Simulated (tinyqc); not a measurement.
Crystal pulling from the melt: segregation, interface stability, heat balance and point-defect regime: one step, computed by the program tinyqc.

A dilute solute; steady pulling with a flat interface unless it is found unstable.

Question. Concentration at the frozen fraction g. Axial profile: C_s = k_eff C0 (1 - g)^(k_eff - 1); bulk melt C_L = C_s/k_eff. Usable fraction: the g at which C_s has changed by 30 % from its first value (0.99 at most).

Inputs (values chosen for the exercise, for a model semiconductor): initial melt concentration C0 = 5.2e+16 1/cm^3; frozen fraction g = 0.56.

Loss from the melt surface: none.

k_eff = 0.6718942

Give: C_s; C_L; usable fraction.

Answer.

C_s = 4.5739e+16 1/cm^3

C_L = 6.8075e+16 1/cm^3

usable fraction = 0.55051

C_s rises along the crystal.
